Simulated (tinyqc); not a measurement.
Worked calculation: chemically amplified photoresist: aerial image, acid generation, bake, development and line width. Computed by tinyqc, a small Python program that keeps every step. Command: `OMP_NUM_THREADS=1 python tinyqc.py 3030292 3030293 out.jsonl resist walk`. One thread of a shared host (Intel(R) Xeon(R) Processor @ 2.30GHz), about 0.03 s of CPU time with the checks. Intermediate numbers are printed to about 7 digits and carried at full precision; extremes and crossings named in words are read from the listed rows.

Lines and spaces of pitch p with a two-beam-like image; x = 0 is the middle of the bright space. The resist is positive and treated as uniform in depth.

Inputs (values chosen for the exercise, for a model resist at 193 nm):
```
quantity,value,unit
pitch p,180,nm
image contrast c,0.78,-
mean dose E,7.85,mJ/cm^2
Dill parameter C,0.027,cm^2/mJ
"quencher load q, relative to the acid generator",0.14,-
acid diffusivity D,2.8,nm^2/s
bake time t,90,s
amplification rate k_amp,0.062,1/s
threshold protection m_th,0.57,-
development selectivity n,12,-
largest rate r_max,480,nm/s
smallest rate r_min,0.13,nm/s
resist thickness d,220,nm
development time t_d,60,s
photon energy,6.42,eV
absorption coefficient alpha,1,1/um
```

## Acid image and its blur

Dose E(x) = E [1 + c cos(2 pi x/p)]; acid h = 1 - exp(-C E(x)). Bake: the acid image is blurred by a Gaussian of variance sigma^2 = 2 D t (each Fourier term k of h, taken on 64 points, is multiplied by exp(-4 pi^2 k^2 D t/p^2)). Cosine coefficients: h(x) = sum_k h_k cos(2 pi k x/p).

diffusion length sigma = sqrt(2 D t) = 22.44994 nm

h_0 to h_4 before the bake: [0.1854577, 0.1342030, -0.0055403, 0.0001526, -0.0000032]

h_0 to h_4 after the blur: [0.1854577, 0.0987211, -0.0016223, 0.0000096, 0.0000000]

blur factor of the first harmonic = 0.7356106

sigma/p = 0.125; the blur keeps 74 % of the modulation.

## From image to dissolution rate

The quencher then removes q, h_eff = max(h_blurred - q, 0); protection m = exp(-k_amp t h_eff). Mack rate r = r_max (a + 1)(1 - m)^n/(a + (1 - m)^n) + r_min, a = ((n + 1)/(n - 1))(1 - m_th)^n.

Across half a pitch:
```
x/p,x (nm),dose (mJ/cm^2),blurred acid,protection m,rate (nm/s)
0.00,0,13.97300,0.2825661,0.451347,4.515021e+02
0.05,9,13.67332,0.2780402,0.462891,4.438044e+02
0.10,18,12.80361,0.2648205,0.498327,4.049274e+02
0.15,27,11.44901,0.2439767,0.559792,2.538658e+02
0.20,36,9.74211,0.2172688,0.649755,3.243694e+01
0.25,45,7.85000,0.1870799,0.768968,3.649332e-01
0.30,54,5.95789,0.1562714,0.913205,1.300019e-01
0.35,63,4.25099,0.1279413,1.000000,1.300000e-01
0.40,72,2.89639,0.1050923,1.000000,1.300000e-01
0.45,81,2.02668,0.0902502,1.000000,1.300000e-01
0.50,90,1.72700,0.0851046,1.000000,1.300000e-01
```

The dose varies by a factor 8.09 across the pattern and the rate by 3470.

## Space width and dose latitude

Edge: vertical development clears the film where r t_d >= d; the space width is twice the x where r = d/t_d. Dose sensitivity = d ln(width)/d ln E from widths at 1.005 E and E/1.005; image log-slope at the edge = |d ln E/dx|, normalised by the width (NILS); latitude for 10 % of width = 10 %/sensitivity.

space width = 81.66332 nm

dose sensitivity = 1.274596

NILS = 1.976444

dose latitude = 7.845621 %

At the same width a resist without blur would give a sensitivity 2/NILS = 1.012; the blur multiplies it by 1.26. Caution: lateral development, standing waves and the joint diffusion of acid and quencher are left out, so widths are indicative.

## Photon statistics at the edge

The edge lies at x = width/2. Absorbed photons per volume N = E(edge) alpha/(photon energy), 1 mJ/cm^2 = 62.41509 eV/nm^2, alpha in 1/nm; a Gaussian blur averages over a volume V = (2 sqrt(pi) sigma)^3; relative noise 1/sqrt(N V); edge noise sigma_x = (dh/d ln E) noise/|dh/dx|, with both derivatives of the blurred acid at the edge.

absorbed photons N = 0.08494841 1/nm^3

photons in the blur volume = 42816.96

edge noise from photons = 0.2515001 nm

Caution: the noise counts photons alone (acid and quencher statistics add to it) and takes the film as thicker than the blur; a thinner film averages in two dimensions only.

## Blur against noise

For each sigma the edge is held at x = p/4; N is taken at the mean dose; edge noise = (dh/d ln E)/(sqrt(N V) |dh/dx|), both derivatives taken of the blurred acid, V = (2 sqrt(pi) sigma)^3, N = E alpha/(photon energy), 1 mJ/cm^2 = 62.41509 eV/nm^2.

Trade-off:
```
sigma/p,sigma (nm),blur factor,photons in V,edge noise (nm)
0.02,3.6,0.9921354,1.586158e+02,2.933485
0.04,7.2,0.9689108,1.268927e+03,1.056042
0.07,12.6,0.9078082,6.800654e+03,0.480626
0.10,18.0,0.8208687,1.982698e+04,0.306897
0.14,25.2,0.6791668,5.440523e+04,0.220571
0.18,32.4,0.5275296,1.156309e+05,0.193162
0.22,39.6,0.3846668,2.111177e+05,0.195377
0.27,48.6,0.2371676,3.902544e+05,0.232804
0.33,59.4,0.1165308,7.125221e+05,0.350590
```

The noise is least near sigma/p = 0.18 among these rows. More diffusion averages over more photons (noise falls as sigma^(-3/2)) until it erases the image slope (factor exp(-2 pi^2 sigma^2/p^2)); for a pure cosine the two balance at sigma/p = sqrt(3/8)/pi = 0.195. Caution: for a film thinner than the blur the noise falls as 1/sigma only, and the optimum moves to sigma/p = 1/(2 pi) = 0.159.

Checks made by the program: sensitivity 2/NILS in the limit of no diffusion (relative difference 1e-06).
